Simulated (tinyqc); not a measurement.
Inside a calculation: optical transitions of a finite quantum well. Values are carried at full precision from step to step, so a last printed digit may differ when a step is redone from the rounded ones.

Each carrier sees a square well of width L with its own depth V and masses m (inside), mb (outside); c = hbar^2/2m0, k = sqrt(m E/c), kappa = sqrt(mb (V - E)/c), and level n solves k L + 2 atan[(k/m)/(kappa/mb)] = n pi. The envelope is cos(kz) for odd n and sin(kz) for even n inside, joins exp(-kappa (|z| - L/2)) outside, and is normalised to 1. Excitons and band mixing are left out.

Constants: hbar^2/2m0 = 3.80998211 eV angstrom^2; hc = 1239.841984 eV nm; fine-structure constant alpha = 0.007297352564.

Values chosen for the exercise (near those of a GaAs well in AlGaAs; not measured data): L = 75 angstrom (well width); Eg = 1.505 eV (gap of the well); Vc = 0.211 eV (conduction offset); Vv = 0.113 eV (valence offset); me = 0.0671 m0 (electron, well); meb = 0.0886 m0 (electron, barrier); mh = 0.343 m0 (heavy hole along z, well); mhb = 0.416 m0 (heavy hole, barrier); ml = 0.0857 m0 (light hole along z, well); mlb = 0.1064 m0 (light hole, barrier); Ns = 2.4 x 1e12/cm^2 (electrons in e1); n_r = 3.29 (refractive index); G = 8 meV (half width of the line).

## Confinement energies

Up to three levels for each carrier.

Levels:
```
level  E (eV)  k (1/angstrom)  kappa (1/angstrom)
e1     0.0437         0.02773             0.06238
e2     0.1632         0.05362             0.03332
hh1    0.0116         0.03236             0.10520
hh2    0.0457         0.06413             0.08573
hh3    0.0967         0.09330             0.04221
lh1    0.0302         0.02608             0.04807
lh2    0.1046         0.04851             0.01528
```

## Interband transitions

From e1 and e2 to each hole level: E = Eg + E_e + E_h, wavelength hc/E, squared overlap of the envelopes, and the strength |<S|p|v>|^2 in units of P^2 at the subband edge: overlap^2 times 1/2 (hh) or 1/6 (lh) for light polarised in the plane (TE), times 0 (hh) or 2/3 (lh) along z (TM).

Transitions:
```
pair    E (eV)  wavelength (nm)  overlap^2      TE      TM
e1-hh1  1.5603            794.6     0.9789  0.4895  0.0000
e1-lh1  1.5789            785.3     0.9946  0.1658  0.6631
e1-hh2  1.5944            777.6     0.0000  0.0000  0.0000
e1-hh3  1.6454            753.5     0.0162  0.0081  0.0000
e1-lh2  1.6533            749.9     0.0000  0.0000  0.0000
e2-hh1  1.6799            738.1     0.0000  0.0000  0.0000
e2-lh1  1.6985            730.0     0.0000  0.0000  0.0000
e2-hh2  1.7139            723.4     0.8605  0.4302  0.0000
e2-hh3  1.7649            702.5     0.0000  0.0000  0.0000
e2-lh2  1.7729            699.3     0.8802  0.1467  0.5868
```

The edge is e1-hh1 at 795 nm. Pairs of opposite parity vanish exactly; e1-hh3 is allowed by parity and reaches 0.0162, only because the two envelopes leak differently into the barriers.

## Intersubband transitions from e1

z_1j = <1|z|j>; 1/m1 = <1|1/m|1>; f_1j = (m1/c)(E_j - E_1) z_1j^2, which sums to 1 over all bound and continuum states.

Transitions:
```
pair  E (meV)  wavelength (micrometre)  |z| (angstrom)       f
1-2     119.6                    10.37           21.35  0.9766
```

m1 = 0.0683 m0
sum of f over bound states = 0.9766

The continuum carries the remaining 0.0234. With hard walls z_12 = 16 L/(9 pi^2) = 13.51 angstrom and f_12 = 256/(27 pi^2) = 0.9607.

## Absorption of one well

For light polarised along z (a real waveguide or Brewster geometry adds an angle factor), with all electrons in e1 and none in e2, the peak fractional absorption is 4 pi alpha Ns c f_12/(n_r m1 G) and the area under the Lorentzian line is pi G times that, c = hbar^2/2m0; 1e12/cm^2 = 1e-4/angstrom^2. EF - E1 = 2 pi c Ns/m1 at zero temperature.

peak absorption = 4.556 %
area = 114.52 % meV
EF - E1 = 84.1 meV

EF lies below e2, as assumed.

## Checks

- Sum of f over all levels of a difference grid (60 cells across the well) against 1: 0.999 against 1.000.
- The strength f_12 on that grid against the matched envelopes: 0.976 against 0.977.

Program tinyqc; command `OMP_NUM_THREADS=1 python tinyqc.py 1281645 1281646 out.jsonl`; about 0.07 s on one thread of a shared Intel(R) Xeon(R) Processor @ 2.30GHz.
